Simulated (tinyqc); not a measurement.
Effective mass of the conduction band from tabulated energies: one step. Least squares over all points. The numbers come from values chosen for the exercise (band of an eight-band Kane model near InAs).

c = hbar^2/2m0. A uniform scatter of up to 0.1 meV has been added to mimic numerical noise.
Constants: hbar^2/2m0 = 3.80998211 eV angstrom^2.

Energies along [100], from the band edge:
```
k (1/angstrom)     E (meV)
0.0000000         0.000000
0.0038000         2.220200
0.0076000         8.402600
0.0114000        18.364900
0.0152000        31.674300
0.0190000        47.768000
0.0228000        65.860900
0.0266000        85.687600
0.0304000       106.943700
```

reference mass (curvature of the model at k = 0.0001 1/angstrom) = 0.0257001 m0

Problem. Fit E = a k^2 (a = sum k^2 E/sum k^4), then E = a k^2 + b k^4 from the normal equations; E in eV; m = c/a.

Give: sums of k^4, k^6, k^8; sums of k^2 E, k^4 E; a, one term; a and b, two terms; m, one and two terms.

Solution.

sums of k^4, k^6, k^8: 1.8291e-06  1.3458e-09  1.0732e-12

sums of k^2 E, k^4 E: 0.00022117  1.6029e-07

a, one term = 120.92 eV angstrom^2

a and b, two terms: 142.5  -2.935e+04

m, one and two terms (m0): 0.03151  0.02673

The parabola over all points errs by +22.6 % because the weights k^4 favour the outer points; the second term brings the error to +4.0 %.

tinyqc: `OMP_NUM_THREADS=1 python tinyqc.py 1880410 1880411 out.jsonl`; about 0.01 s, one thread, shared Intel(R) Xeon(R) Processor @ 2.30GHz.
